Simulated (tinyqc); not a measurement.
Free and trapped electrons in a MOS channel with a dense trap tail: free and trapped charge against gate voltage.

p-type body, charge-sheet picture, full ionisation (an idealisation for deep acceptors), Boltzmann statistics for free electrons. e = Ec - EF at the surface. Acceptor-like traps of density D(E) = D0 + De exp(-E/Ew) at depth E below Ec, from 0 to Eu, hold n_t = integral of D(E)/(1 + exp((e - E)/Vt)). psi = Eg - Vt ln(Nv/Na) - e; N_dep = sqrt(2 eps0 eps_r Na (psi - Vt)/q); n_f = sqrt(N_dep^2 + 2 eps0 eps_r Vt Nc exp(-e/Vt)/q) - N_dep; Vg = Vfb + psi + q (N_dep + n_t + n_f)/Cox, Cox = eps0 eox/tox.

Free share n_f/(n_f + n_t); swing ln 10 n_f/(dn_f/dVg); field-effect mobility mf q (dn_f/dVg)/Cox, for a constant mf; oxide field q (N_dep + n_t + n_f)/(eps0 eox).

Values chosen for this exercise; band and dielectric values close to those of 4H silicon carbide: temperature T = 475 K; band gap Eg = 3.31 eV; relative permittivity eps_r = 9.53; conduction-band density of states at T Nc = 3.37e19 cm^-3; valence-band density of states at T Nv = 5.02e19 cm^-3; relative permittivity of the insulator eox = 3.9; insulator thickness tox = 53 nm; acceptor density Na = 8.3e15 cm^-3; flat-band voltage without trapped charge Vfb = -2.91 V; constant background density of acceptor-like traps D0 = 1.4e11 cm^-2 eV^-1; density of the tail at the conduction edge De = 3.6e13 cm^-2 eV^-1; decay energy of the tail Ew = 0.1 eV; depth below Ec down to which the traps reach Eu = 0.63 eV; mobility of free electrons mf = 85 cm^2/(V s).

Constants: q = 1.602176634e-19 C, kB = 1.380649e-23 J/K, Vt = kB T/q, eps0 = 8.8541878128e-14 F/cm where lengths are in cm. Results are converted to the units shown.

Result of one run:
columns A: Vg (V); B: e (eV); C: n_f (cm^-2); D: n_t (cm^-2); E: free share (%); F: swing (mV/decade); G: field-effect mobility (cm^2/(V s)); H: oxide field (MV/cm)
```
A          B         C         D      E        F      G      H
8.7  0.07577  1.093e12  1.960e12  35.79  1.137e4  46.25  1.648
```

What becomes of these results when the gate voltage Vg is changed from 8.7 to 2.8 V, all else the same?

Result of the changed run:
columns A: Vg (V); B: e (eV); C: n_f (cm^-2); D: n_t (cm^-2); E: free share (%); F: swing (mV/decade); G: field-effect mobility (cm^2/(V s)); H: oxide field (MV/cm)
```
A         B         C         D      E     F      G       H
2.8  0.2087  8.398e10  6.356e11  11.67  2050  19.71  0.5595
```

The whole series:
columns A: Vg (V); B: e (eV); C: n_f (cm^-2); D: n_t (cm^-2); E: free share (%); F: swing (mV/decade); G: field-effect mobility (cm^2/(V s)); H: oxide field (MV/cm)
```
A          B         C         D        E        F         G       H
0.5   0.6499   2.080e6   5.095e9  0.04081    142.0  0.007052  0.2087
1.6   0.3034   9.088e9  2.696e11    3.261    740.3     5.908  0.3509
2.8   0.2087  8.398e10  6.356e11    11.67     2050     19.71  0.5595
4     0.1628  2.256e11  9.592e11    19.04     3762     28.86  0.7772
5.2   0.1325  4.092e11  1.249e12    24.68     5669     34.74  0.9979
6.3   0.1112  6.031e11  1.491e12    28.80     7476     38.83   1.201
7.5  0.09207  8.373e11  1.736e12    32.54     9442     42.68   1.424
8.7  0.07577  1.093e12  1.960e12    35.79  1.137e4     46.25   1.648
9.9  0.06145  1.368e12  2.166e12    38.72  1.325e4     49.72   1.871
```

n_f reaches 1e11 cm^-2 at Vg = 2.96 V, against 1.29 V without traps. The free share rises from 0.0408 to 38.7 % and the field-effect mobility rises from 0.00705 to 49.7 cm^2/(V s), although mf = 85 is constant: in the last row 58.5 % of Cox dVg goes into free electrons. The swing in the first row is 142 mV a decade (Vt ln 10 = 94.3). For Vg = 8.7, 9.9 EF lies less than 2 Vt below the band edge, or above it, where degeneracy and confinement, left out, matter.

tinyqc, about 0.02 s, one thread, Intel Xeon 2.30GHz (shared host): `OMP_NUM_THREADS=1 python tinyqc.py 2222009 2222010 out.jsonl`
